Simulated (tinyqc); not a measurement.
Energy against coordination: Gupta-type many-body potential for a metal. Computed by tinyqc, a small Python program. Command: `OMP_NUM_THREADS=1 python tinyqc.py 3001892 3001893 out.jsonl gupta walk`. One thread of a shared host (Intel(R) Xeon(R) Processor @ 2.30GHz), about 0.01 s of CPU time with the checks.

E_i = sum_j A exp(-p (r_ij/r0 - 1)) - xi rho_i^gamma, with rho_i = sum_j exp(-2 q (r_ij/r0 - 1)); gamma = 1/2 is the tight-binding second-moment form. The crystal is fcc unless stated; d is the neighbour distance and a fixed number of shells is kept.

Inputs (values chosen for the exercise, modelled on silver):
```
quantity,value,unit
repulsion A,0.105,eV
hopping xi,1.17,eV
decay p,10.7,-
decay q,3.07,-
reference distance r0,2.889,angstrom
embedding exponent gamma,0.5,-
```

Method. Nearest neighbours only, z equal bonds relaxed to their best length: r/r0 = 1 + ln[A p z^(1 - gamma)/(2 q gamma xi)]/(p - 2 q gamma), E = z A exp(-p (r/r0 - 1)) - xi [z exp(-2 q (r/r0 - 1))]^gamma.

Relaxed bonds:
```
z,r (angstrom),E per atom (eV),E/z (eV)
1,2.4489,-1.3317,-1.3317
2,2.5802,-1.6382,-0.8191
3,2.6569,-1.8492,-0.6164
4,2.7114,-2.0152,-0.5038
6,2.7881,-2.2748,-0.3791
8,2.8426,-2.4790,-0.3099
9,2.8649,-2.5678,-0.2853
12,2.9194,-2.7983,-0.2332
```

Bonds lengthen from 2.449 to 2.919 angstrom between z = 1 and 12, and |E| grows as z^0.299, the exponent gamma (p - 2q)/(p - 2 q gamma) = 0.299; pair bonds would give z^1 at a fixed length.

Extremes, crossings and ranges named in words are read from the listed rows.
